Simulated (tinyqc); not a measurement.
Grain-boundary trapping model (Seto) of a polycrystalline semiconductor film. From one set of inputs to another, one input at a time. Computed by tinyqc, a small Python program. Command: `OMP_NUM_THREADS=1 python tinyqc.py 3016557 3016558 out.jsonl poly ladder`. One thread of a shared host (Intel(R) Xeon(R) Processor @ 2.30GHz), about 0.01 s of CPU time with the checks.

Grains of equal size L are joined by thin boundaries with one trap level. Trapped carriers deplete a width W on each side and raise a barrier, crossed by thermionic emission. Dopants are fully ionised, statistics are non-degenerate and mu_g does not depend on T.

The inputs printed are set A. Set A is modelled on polycrystalline silicon; the values taken over come from a set modelled on polycrystalline ZnO. Inputs not listed in the table keep their values of set A, so the rows need not describe a real material.

Inputs (values chosen for the exercise, modelled on polycrystalline silicon):
```
quantity                                     value    unit
permittivity eps                              11.7       -
effective mass m                              0.31     m_0
effective density of states at 300 K, N_c  2.7e+19  1/cm^3
grain size L                                    85      nm
trap density Q_t                           2.7e+12  1/cm^2
trap level E_t below the band edge            0.36      eV
doping N                                     9e+17  1/cm^3
temperature T                                  300       K
```

Grain interior: neglected.

Constants: k_B = 8.617333262e-05 eV/K; e = 1.602176634e-19 C; eps_0 = 8.8541878128e-12 F/m; m_0 = 9.1093837015e-31 kg; k_B = 1.380649e-23 J/K.

Method. N_c(T) = N_c (T/300 K)^(3/2). Filled traps Q = Q_t/(1 + (1/2) exp((E_t* - E_F)/k_B T)), where E_t* = e V_B - E_t and E_F are counted from the band edge at the grain centre. Partial depletion: Q = 2 N W, V_B = e N W^2/(2 eps eps_0), E_F = k_B T ln(N/N_c); solve for W. If that W would exceed L/2 the grain is fully depleted: W = L/2, Q = N L, and E_F follows from the trap equation. Centre density n_0 = N_c exp(E_F/k_B T). Boundary: sigma_b = L e^2 n_0 exp(-e V_B/k_B T)/sqrt(2 pi m k_B T); rho = 1/sigma_b. Mean carrier density n_av = n_0 [(1 - 2W/L) + (2W/L) (sqrt(pi)/2) erf(y)/y], y = sqrt(e V_B/k_B T); effective mobility 1/(e n_av rho).

Each row keeps all changes above it:
```
input moved                                 from       to  resistivity rho (ohm cm)  effective mobility (cm^2/(V s))  mean carrier density (1/cm^3)
set A                                          -        -                1.7482e+00                              5.1                     6.9837e+17
trap density Q_t (1/cm^2)                2.7e+12    5e+11                5.3734e-03                           1296.1                     8.9617e+17
doping N (1/cm^3)                          9e+17  2.1e+17                4.5560e-02                            697.6                     1.9637e+17
effective mass m (m_0)                      0.31     0.25                4.0914e-02                            776.9                     1.9637e+17
grain size L (nm)                             85       25                1.3911e-01                            274.1                     1.6366e+17
permittivity eps                            11.7      8.3                2.0027e-01                            207.3                     1.5035e+17
temperature T (K)                            300      400                1.6679e-01                            230.3                     1.6251e+17
trap level E_t below the band edge (eV)     0.36     0.45                1.6889e-01                            228.6                     1.6169e+17
```

Which inputs carry the difference?

Resistivity rho goes from 1.75 to 0.169, a factor 0.0966 in all. The largest single move comes from trap density Q_t (a factor 0.00307), and doping N works against it (a factor 8.48). Effective mobility goes from 5.11 to 229, a factor 44.7 in all. The largest single move comes from trap density Q_t (a factor 254), and grain size L works against it (a factor 0.353). Mean carrier density goes from 6.98e17 to 1.62e17, a factor 0.232 in all. The largest single move comes from doping N (a factor 0.219), and trap density Q_t works against it (a factor 1.28). The single moves hold for this order of the switches; the total does not depend on the order.

Caution (rows trap density Q_t, doping N, effective mass m, grain size L, permittivity eps, temperature T, trap level E_t below the band edge): e V_B is below 2 k_B T, where the depletion approximation fails and the mean density does not balance the trapped charge. Caution (rows trap density Q_t, doping N, effective mass m, grain size L, permittivity eps, temperature T, trap level E_t below the band edge): the barrier is below 2 k_B T, so scattering inside the grains, left out here, also limits the real mobility.

Extremes, crossings and ranges named in words are read from the listed rows.
